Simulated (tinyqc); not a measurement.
MOS inversion layer, Poisson-Schroedinger loop: one step of the calculation.

Electrons confined at an insulator interface at z = 0, treated as a hard wall; parabolic valleys, Hartree approximation, no image or exchange terms. The depletion charge lies far deeper than the electrons and gives a uniform field q Nd/(eps0 eps_r); the gate balances all charge. Energies are counted from the band edge at the interface.

Problem. Density, output potential and mixing. n_i = sum_k N_k |psi_k|^2 (converted to cm^-3). Hartree part by Gauss: on the interval before node i the electrons still beyond are S_i = Ns - hz sum_(j<i) n_j, and U_i = U_(i-1) + q S_i hz/(eps0 eps_r) in eV, U_0 = 0 at the interface. Mixing: U(new) = U + a (U(out) - U).

Values chosen for this exercise; masses and permittivity close to those of germanium (100): relative permittivity eps_r = 16.2; sheet density of electrons Ns = 4e12 cm^-2; mixing factor a = 0.5.

Constants: q = 1.602176634e-19 C, eps0 = 8.8541878128e-14 F/cm where lengths are in cm. Results are converted to the units shown.

```
node  z (nm)  self-consistent potential U at the start (eV)  |psi|^2 of A1 (1/nm)  |psi|^2 of A2 (1/nm)
1        1.4                                              0            0.01962155            0.02094015
2        2.8                                              0            0.06437092            0.05670092
3        4.2                                              0            0.10672238            0.06446649
4        5.6                                              0            0.12715487            0.03768925
5          7                                              0            0.12224324            0.00674570
6        8.4                                              0            0.10016569            0.00246372
7        9.8                                              0            0.07217184            0.02919758
8       11.2                                              0            0.04664594            0.06797530
9       12.6                                              0            0.02741320            0.09615866
10        14                                              0            0.01478900            0.10249975
11      15.4                                              0            0.00736990            0.08924626
12      16.8                                              0            0.00340080            0.06577106
13      18.2                                              0            0.00144668            0.04143722
14      19.6                                              0            0.00055534            0.02191356
15        21                                              0            0.00017869            0.00898756
16      22.4                                              0            0.00003567            0.00209252
```

N_k (cm^-2): A1 3.2003172e12, A2 7.9968281e11

Give: n; U(out); U after round 1.

Solution.

```
node  n (1e18 cm^-3)  U(out) (eV)  U after round 1 (eV)
1             0.7954      0.06255               0.03128
2             2.5135      0.12336               0.06168
3             3.9310      0.17867               0.08933
4             4.3708      0.22537               0.11268
5             3.9661      0.26250               0.13125
6             3.2253      0.29095               0.14547
7             2.5432      0.31234               0.15617
8             2.0364      0.32816               0.16408
9             1.6463      0.33952               0.16976
10            1.2930      0.34728               0.17364
11            0.9495      0.35220               0.17610
12            0.6348      0.35505               0.17753
13            0.3777      0.35651               0.17826
14            0.1930      0.35714               0.17857
15            0.0776      0.35735               0.17868
16            0.0179      0.35739               0.17870
```

Numbers from tinyqc (`OMP_NUM_THREADS=1 python tinyqc.py 2160140 2160141 out.jsonl`; about 0.5 s on one thread of a shared Intel Xeon 2.30GHz).
